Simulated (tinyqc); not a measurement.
Pariser-Parr-Pople SCF with singles CI, for the molecule C=C1C=CC=NC=C1 (SMILES; centres numbered as the heavy atoms are written), step by step. One step of it, computed by the program tinyqc.

Problem. PPP integrals. Ohno: gamma = 14.399645/sqrt(R^2 + a^2), a = 2 x 14.399645/(gamma_rr + gamma_ss); H_rr = -W_r - sum_(s != r) z_s gamma_rs; H_rs = beta for bonds.

Centres (angstrom, eV; a flat drawing with bonds scaled to 1.40 angstrom):
```
centre          x          y  core charge z          W   gamma_rr
1C       2.637000   0.000000              1  10.130000  10.360000
2C       1.237000   0.000000              1  10.130000  10.360000
3C       0.629000   1.261000              1  10.130000  10.360000
4C      -0.736000   1.573000              1  10.130000  10.360000
5C      -1.830000   0.700000              1  10.130000  10.360000
6N      -1.830000  -0.700000              1  13.040000  11.320000
7C      -0.736000  -1.573000              1  10.130000  10.360000
8C       0.629000  -1.261000              1  10.130000  10.360000
```

Resonance integrals (eV):
```
i  j       beta
1  2  -2.620000
2  3  -2.620000
3  4  -2.620000
4  5  -2.620000
5  6  -2.750000
6  7  -2.750000
7  8  -2.620000
8  2  -2.620000
```

Give: repulsion gamma_rs; core matrix H.

Solution.

repulsion gamma_rs (eV), order 1C, 2C, 3C, 4C, 5C, 6N, 7C, 8C:
```
[[10.360, 7.299, 5.239, 3.625, 3.044, 3.056, 3.625, 5.239],
 [7.299, 10.360, 7.299, 4.999, 4.187, 4.217, 4.999, 7.299],
 [5.239, 7.299, 10.360, 7.299, 5.000, 4.218, 4.187, 5.000],
 [3.625, 4.999, 7.299, 10.360, 7.300, 5.051, 4.187, 4.187],
 [3.044, 4.187, 5.000, 7.300, 10.360, 7.461, 5.000, 4.188],
 [3.056, 4.217, 4.218, 5.051, 7.461, 11.320, 7.462, 5.051],
 [3.625, 4.999, 4.187, 4.187, 5.000, 7.462, 10.360, 7.299],
 [5.239, 7.299, 5.000, 4.187, 4.188, 5.051, 7.299, 10.360]]
```

core matrix H (eV), order 1C, 2C, 3C, 4C, 5C, 6N, 7C, 8C:
```
[[-41.256, -2.620, 0.000, 0.000, 0.000, 0.000, 0.000, 0.000],
 [-2.620, -50.428, -2.620, 0.000, 0.000, 0.000, 0.000, -2.620],
 [0.000, -2.620, -48.373, -2.620, 0.000, 0.000, 0.000, 0.000],
 [0.000, 0.000, -2.620, -46.776, -2.620, 0.000, 0.000, 0.000],
 [0.000, 0.000, 0.000, -2.620, -46.310, -2.750, 0.000, 0.000],
 [0.000, 0.000, 0.000, 0.000, -2.750, -49.556, -2.750, 0.000],
 [0.000, 0.000, 0.000, 0.000, 0.000, -2.750, -46.887, -2.620],
 [0.000, -2.620, 0.000, 0.000, 0.000, 0.000, -2.620, -48.394]]
```
